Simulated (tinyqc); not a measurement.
Surface potential of a MOS transistor: implicit equation and explicit approximations: two steps of the calculation.

p-type body, charge-sheet picture, depletion and inversion only, full ionisation (an idealisation for deep acceptors), Boltzmann statistics (rough once Na exp(x - xn) passes about Nc/7). In units of Vt: xg = (Vg - Vfb)/Vt, x = psi/Vt, G = gamma/sqrt(Vt), xn = (2 phiF + Vc)/Vt. The implicit equation is (xg - x)^2 = G^2 [x - 1 + exp(x - xn)] for x above about 3. Cox = eps0 eox/tox.

Problem 1. Explicit approximation. Depletion value a = 1 + [sqrt(G^2/4 + xg - 1) - G/2]^2; inversion value b = xn + ln[(xg - xn)^2/G^2 - xn + 1] and first guess y = min(a, b) - ln(1 + exp(-|a - b|)) if a > xn + 1, else b = y = a; one second-order correction with D = exp(y - xn), p = 2 (xg - y) + G^2 (1 + D), w = (xg - y)^2 - G^2 (y - 1 + D): z = y + 2 w/(p + sqrt(p^2 - 2 (2 - G^2 D) w)), or the Newton step z = y + w/p where the root is not real.

G = 0.95876679
xn = 41.175222
xg = 73.108464

Give: a; b; y; p; w; z.

Solution 1.

a = 65.414
b = 48.150
y = 48.150
p = 1033.6
w = -403.21
z = 47.633

The root of the implicit equation is x = 47.6639; y misses it by 0.49 and z by -0.031, in units of Vt.

Problem 2. New x. D = exp(x - xn), f = (xg - x)^2 - G^2 (x - 1 + D), f' = -2 (xg - x) - G^2 (1 + D), x(new) = x - f/f'.

x after iteration 1 = 64.41
G = 0.95876679
xn = 41.175222
xg = 73.108464

Find: D; f; f'; x after iteration 2.

Solution 2.

D = 1.232e10
f = -1.133e10
f' = -1.133e10
x after iteration 2 = 63.41

Program tinyqc, `OMP_NUM_THREADS=1 python tinyqc.py 2122059 2122060 out.jsonl`; Intel Xeon 2.30GHz, shared host, one thread, about 0.01 s.
